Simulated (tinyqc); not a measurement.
Front-illuminated p-i-n photodiode, quantum efficiency and bandwidth: one step of the calculation.

Light enters through a p layer (0 to xp), a depleted layer (xp to xp + wi) and a thick n substrate, decaying as exp(-al x); one pass, no back reflection. Carriers made in the depleted layer are all collected; those in the neutral layers diffuse.

Question. Response at one frequency. Drift response for pairs made in the depleted layer, a = al wi, g = 1 - exp(-a), u = 2 pi i f, te = wi/ve, th = wi/vh: electrons He = [g - a (exp(-a) - exp(-u te))/(u te - a)]/(u te g), holes Hh = [g - a (1 - exp(-a - u th))/(a + u th)]/(u th g); C = eps0 eps_r pi (dia/2)^2/wi + Cp; total |He + Hh|/sqrt(1 + (2 pi f RL C)^2), for the current of the depleted layer alone.

Inputs (values chosen for the exercise); values close to those of silicon at this wavelength:
- al = 3320 1/cm (absorption coefficient)
- eps_r = 11.6 (relative permittivity)
- wi = 1.4 um (thickness of the depleted layer)
- ve = 1.02e7 cm/s (electron drift velocity)
- vh = 6.67e6 cm/s (hole drift velocity)
- dia = 56 um (diameter)
- RL = 50 ohm (load resistance)
- Cp = 70 fF (parasitic capacitance)
- f = 11 GHz (modulation frequency)

Constants: eps0 = 8.8541878128e-14 F/cm where lengths are in cm. Results are converted to the units shown.

Wanted: te; th; He; Hh; |He + Hh|; C; total response.

Answer.

te = 13.725 ps
th = 20.990 ps
He = 0.49705-0.16862i
Hh = 0.39057-0.19361i
|He + Hh| = 0.95869
C = 250.69 fF
total response = 0.72459

The drift response alone falls to 1/sqrt(2) at 31.8 GHz and the RC term alone at 12.7 GHz; together they give 11.5 GHz.

Program tinyqc, `OMP_NUM_THREADS=1 python tinyqc.py 2250041 2250042 out.jsonl`; Intel Xeon 2.30GHz, shared host, one thread, about 0.01 s.
